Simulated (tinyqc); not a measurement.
Index ratio and exit index from two stacks.

Problem. A quarter-wave stack has T0 = 4 y/(1 + y)^2 with y = (ns/n0)(nL/nH)^(2 N), and y < 1 here. Find nH/nL and ns/n0.

T0 for N = 22 and 24 pairs (%): [0.5796608282, 0.3202101281]

Answer. sqrt(1 - T0) = |1 - y|/(1 + y) gives y for each stack; two more pairs multiply y by (nL/nH)^4.

nH/nL = 1.160
ns/n0 = 1.009

tinyqc, about 0.01 s, one thread, Intel Xeon 2.30GHz (shared host): `OMP_NUM_THREADS=1 python tinyqc.py 2650023 2650024 out.jsonl`
